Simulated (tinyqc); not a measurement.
Worked calculation: Rayleigh-quotient iteration on a symmetric matrix. One step of it, computed by the program tinyqc.

Problem. Step 1. solve (A - shift) w = v; v' = w/|w| with its largest component positive (the first on a tie); lambda = v'^T A v'; the next shift is lambda.

A:
```
[[0.736000, 0.162000, -0.276000, 0.076000],
 [0.162000, 0.738000, -0.237000, 0.879000],
 [-0.276000, -0.237000, 1.895000, -0.490000],
 [0.076000, 0.879000, -0.490000, 1.902000]]
```

vector v at the start: [0.500000, 0.500000, 0.500000, 0.500000]

shift = -0.170000

Give: vector after step 1; Rayleigh quotient after step 1.

Solution.

vector after step 1: [0.7029, 0.4988, 0.4797, 0.1645]

Rayleigh quotient after step 1 = 0.9333
